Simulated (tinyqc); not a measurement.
From ground-state energy back to hopping t: Holstein polaron on two sites. Computed by tinyqc, a small Python program. Command: `OMP_NUM_THREADS=1 python tinyqc.py 3030268 3030269 out.jsonl holstein inv`. One thread of a shared host (Intel(R) Xeon(R) Processor @ 2.30GHz), about 0.05 s of CPU time with the checks.

One electron on sites 1 and 2: H = -t (c1+ c2 + c2+ c1) + hbar omega sum_i b_i+ b_i - g hbar omega sum_i n_i (b_i + b_i+). The symmetric phonon shifts the energy by -g^2 hbar omega/2 and drops out; with b = (b_1 - b_2)/sqrt(2) there remains H = -t sigma_x + hbar omega b+ b - (g hbar omega/sqrt(2)) sigma_z (b + b+). Parity splits it into blocks p = +1 and -1 over phonon numbers n. Zero-point energies are left out. Weights Z refer to mode b alone; the displaced symmetric mode multiplies the full zero-phonon weight by exp(-g^2/2).

Inputs (values chosen for the exercise, for a model dimer): phonon energy hbar omega = 135 meV; coupling g = 1.48.

Method. Block p: H_nn = n hbar omega - p t (-1)^n - g^2 hbar omega/2, H_(n,n+1) = -(g hbar omega/sqrt(2)) sqrt(n + 1). Use 60 levels in both blocks; Z = c_0^2 is the weight of n = 0 in the ground state c; the splitting is the lowest odd level less the lowest even one, which without coupling is the smaller of 2t and hbar omega; <sigma_x> = sum (-1)^n c_n^2 measures the kinetic energy.

Task: A run gave the result below. Find the hopping t, known to lie between 29 and 48 meV.

ground-state energy = -304.0311 meV

Result:

Each step takes the trial c = (a f_b - b f_a)/(f_b - f_a), f being the result less the target and a, b, c the logarithms of the listed values; c replaces end b, the old b replaces a if the sign of f changed, and otherwise f_a is halved.

Scan of the range:
```
hopping t (meV)  ground-state energy (meV)
29.0                              -300.804
31.5                              -301.418
34.3                              -302.139
37.3                              -302.950
40.6                              -303.888
44.1                              -304.935
48.0                              -306.165
```

False position (Illinois rule, in the logarithm of the input) inside the bracket:
```
step    end a    end b    trial  ground-state energy (meV)
1     40.6000  44.1000  41.0623                   -304.023
2     44.1000  41.0623  41.0885                   -304.031
3     44.1000  41.0885  41.0915                   -304.032
4     41.0885  41.0915  41.0901                   -304.031
```

Ground-state energy falls at every point of a 13-point scan of the range (every second point is shown), so one value fits; it is bracketed by 40.6 and 44.1. Answer: hopping t = 41.09 meV.
